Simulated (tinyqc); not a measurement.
Capacitance of parallel on-chip lines from Laplace's equation on a mesh: one step of the calculation.

Cross-section of an endless row of equal lines between two grounded planes; neighbours are driven in antiphase (+1 V and -1 V), so the plane midway between two lines is at 0 V. By symmetry one quarter is solved: x runs from the centre of a line (column 0, mirror) to that midplane (column 4, 0 V), y from the mid-height of the line (row 0, mirror) to the ground plane (row 4, 0 V). The line fills columns 0 to 2 and rows 0 to 1 at 1 V. Cells beside the line (below row 1) have e2, cells above have e1. Each link between nodes has the conductance g = mean permittivity of the two cells beside it (a cell beyond a mirror counts as 0), and the free nodes obey sum g (V_neighbour - V) = 0.

Problem. Capacitance per length. C = 4 eps0 sum g (difference of V)^2 over all links (twice the energy of the four quarters, line at 1 V). Plate estimate without fringing: eps0 [2 e1 w/hd + 2 e2 t/(s/2)], w = 4 hx, t = 2 hx, s/2 = 2 hx, hd = 3 hx.

Inputs (values chosen for the exercise): relative permittivity above and below the lines e1 = 4.2; relative permittivity between the lines e2 = 2.

Constants: eps0 = 8.8541878128e-12 F/m. Results are converted to the units shown.

converged V (V):
```
           col 0      col 1      col 2      col 3      col 4
row 0  1.0000000  1.0000000  1.0000000  0.4570925  0.0000000
row 1  1.0000000  1.0000000  1.0000000  0.4141850  0.0000000
row 2  0.6311818  0.6116953  0.5285167  0.2670737  0.0000000
row 3  0.3013367  0.2870825  0.2352980  0.1255929  0.0000000
row 4  0.0000000  0.0000000  0.0000000  0.0000000  0.0000000
```

gx:
```
       col 0  col 1  col 2  col 3
row 0      1      1      1      1
row 1    3.1    3.1    3.1    3.1
row 2    4.2    4.2    4.2    4.2
row 3    4.2    4.2    4.2    4.2
row 4    2.1    2.1    2.1    2.1
```

gy:
```
       col 0  col 1  col 2  col 3  col 4
row 0      1      2      2      2      1
row 1    2.1    4.2    4.2    4.2    2.1
row 2    2.1    4.2    4.2    4.2    2.1
row 3    2.1    4.2    4.2    4.2    2.1
```

Find: C; plate estimate.

Solution.

C = 238.9 aF/um
plate estimate = 134.6 aF/um

Program tinyqc, `OMP_NUM_THREADS=1 python tinyqc.py 2790226 2790227 out.jsonl`; Intel Xeon 2.30GHz, shared host, one thread, about 1 s.
